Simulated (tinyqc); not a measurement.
From results back to parameters: valley splitting in a one-orbital chain of atomic planes (second-neighbour model). Five cases, with inputs chosen for the exercise.

Problem. For E(phi) = e0 + 2 v cos(phi) + 2 u cos(2 phi) with u, v > 0 and planes a/4 apart, the heights of the band at phi = 0 and phi = pi above its minimum were computed from hidden u and v; c = hbar^2/2m0.

Constants: hbar^2/2m0 = 3.80998211 eV angstrom^2.

Find: u, v; phi0; mass at the minimum.

Method. E - Emin = 4u (cos(phi) + v/(4u))^2. The difference of the two heights is 4v, and for v < 4u the sum of their square roots is 4 sqrt(u). The mass is (2c)/((a/4)^2 (8u - v^2/(2u))).

Case 1.

Values chosen (out of a larger set: near those of the Delta valleys of silicon; abrupt walls in this chain split the valleys several times more than measured wells; not measured data): a = 5.437 angstrom (lattice constant; planes lie a/4 apart).

E(0) - Emin = 3.808757 eV
E(pi) - Emin = 1.380757 eV

Solution.

u, v (eV): 0.611  0.607

phi0 = 1.8218 rad
mass at the minimum = 0.899 m0

Case 2.

Values chosen (out of a larger set: near those of the Delta valleys of silicon; abrupt walls in this chain split the valleys several times more than measured wells; not measured data): a = 5.434 angstrom (lattice constant; planes lie a/4 apart).

E(0) - Emin = 4.069584 eV
E(pi) - Emin = 1.293584 eV

Solution.

u, v (eV): 0.622  0.694

phi0 = 1.8535 rad
mass at the minimum = 0.900 m0

Case 3.

Values chosen (out of a larger set: near those of the Delta valleys of silicon; abrupt walls in this chain split the valleys several times more than measured wells; not measured data): a = 5.432 angstrom (lattice constant; planes lie a/4 apart).

E(0) - Emin = 3.485034 eV
E(pi) - Emin = 1.613034 eV

Solution.

u, v (eV): 0.615  0.468

phi0 = 1.7622 rad
mass at the minimum = 0.871 m0

Case 4.

Values chosen (out of a larger set: near those of the Delta valleys of silicon; abrupt walls in this chain split the valleys several times more than measured wells; not measured data): a = 5.423 angstrom (lattice constant; planes lie a/4 apart).

E(0) - Emin = 3.567148 eV
E(pi) - Emin = 1.395148 eV

Solution.

u, v (eV): 0.589  0.543

phi0 = 1.8034 rad
mass at the minimum = 0.929 m0

Case 5.

Values chosen (out of a larger set: near those of the Delta valleys of silicon; abrupt walls in this chain split the valleys several times more than measured wells; not measured data): a = 5.42 angstrom (lattice constant; planes lie a/4 apart).

E(0) - Emin = 3.700618 eV
E(pi) - Emin = 1.496618 eV

Solution.

u, v (eV): 0.619  0.551

phi0 = 1.7952 rad
mass at the minimum = 0.882 m0

Computed by tinyqc, one run a case: `OMP_NUM_THREADS=1 python tinyqc.py N N+1 out.jsonl` with N = 1480437, 1480531, 1480573, 1480653, 1480673; one thread of a shared Intel(R) Xeon(R) Processor @ 2.30GHz, about 0.02 s a run at most.
